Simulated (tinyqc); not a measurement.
Tunnelling through a two-layer gate stack, WKB transmission and Tsu-Esaki current: one step of the calculation.

Electrons leave the emitter at x = 0. Energies E (motion across the layers) are in eV from the emitter Fermi level; the collector Fermi level lies at -V and offers states at every E. No charge in the dielectric and no image force: F1 = V/(t1 + t2 eps1/eps2), F2 = F1 eps1/eps2; U = phi1 - F1 x in layer 1 and phi2 - F1 t1 - F2 (x - t1) in layer 2. With C = hbar^2/(2 m0), kappa = sqrt(m (U - E)/C) where U > E and 0 elsewhere; T(E) = exp(-S), S = 2 times the integral of kappa over x.

Problem. Current density on a coarse energy grid. Each layer adds (2/F) sqrt(m/C) [G(u at its left edge) - G(u at its right edge)] to S, with u = U - E (0 where negative) and G(u) = (2/3) u^1.5. The slope follows from 1/d = -dS/dE.

J = J0 times the integral of T(E) N(E) dE, N = ln[(1 + exp(-E/Vt))/(1 + exp((-E - V)/Vt))], J0 = q^2 me m0 kB T/(2 pi^2 hbar^3) (times 1e-4 for A/cm^2 per eV), by Simpson's rule on nE equally spaced points from Ea to Eb.

Values chosen for this exercise; layer 1 close to silicon dioxide, layer 2 close to aluminium oxide: temperature T = 300 K; Fermi energy of the emitter above its band bottom Ef = 0.21 eV; emitter mass in the supply function me = 0.81 m0; barrier of layer 1 above the emitter Fermi level at zero bias phi1 = 3.05 eV; tunnelling mass of layer 1 m1 = 0.51 m0; thickness of layer 1 t1 = 0.7 nm; relative permittivity of layer 1 eps1 = 3.95; barrier of layer 2 at zero bias phi2 = 2.54 eV; tunnelling mass of layer 2 m2 = 0.41 m0; thickness of layer 2 t2 = 3.8 nm; relative permittivity of layer 2 eps2 = 8.95; voltage across the dielectric V = 1.2 V; lower end of the energy grid Ea = -0.21 eV; upper end of the energy grid Eb = 0.32 eV; points of the energy grid nE = 13.

Constants: q = 1.602176634e-19 C, kB = 1.380649e-23 J/K, hbar = 1.054571817e-34 J s, m0 = 9.1093837015e-31 kg, Vt = kB T/q, hbar^2/(2 m0) = 0.0380998212 eV nm^2. Results are converted to the units shown.

Find: E; T(E); N; T(E) N; J0; J.

Solution.

```
point	E (eV)	T(E)	N	T(E) N
0	-0.21000	8.2024e-20	8.1235	6.6632e-19
1	-0.16583	1.3009e-19	6.4164	8.3468e-19
2	-0.12167	2.0738e-19	4.7153	9.7785e-19
3	-0.07750	3.3237e-19	3.0465	1.0126e-18
4	-0.03333	5.3563e-19	1.5327	8.2096e-19
5	0.01083	8.6819e-19	0.50541	4.3879e-19
6	0.05500	1.4156e-18	0.11256	1.5934e-19
7	0.09917	2.3226e-18	0.021352	4.9590e-20
8	0.14333	3.8352e-18	0.0039017	1.4964e-20
9	0.18750	6.3758e-18	7.0792e-4	4.5136e-21
10	0.23167	1.0674e-17	1.2828e-4	1.3692e-21
11	0.27583	1.8001e-17	2.3238e-5	4.1830e-22
12	0.32000	3.0590e-17	4.2096e-6	1.2877e-22
```

J0 = 3.3888e8 A/(cm^2 eV)
J = 6.9735e-11 A/cm^2

The integrand peaks at E = -0.0775 eV among these points.

Range of the model: A layer thinner than 0.8 nm holds only a few atomic planes, where an effective mass is a rough description.

Numbers from tinyqc (`OMP_NUM_THREADS=1 python tinyqc.py 2540130 2540131 out.jsonl`; about 0.04 s on one thread of a shared Intel Xeon 2.30GHz).
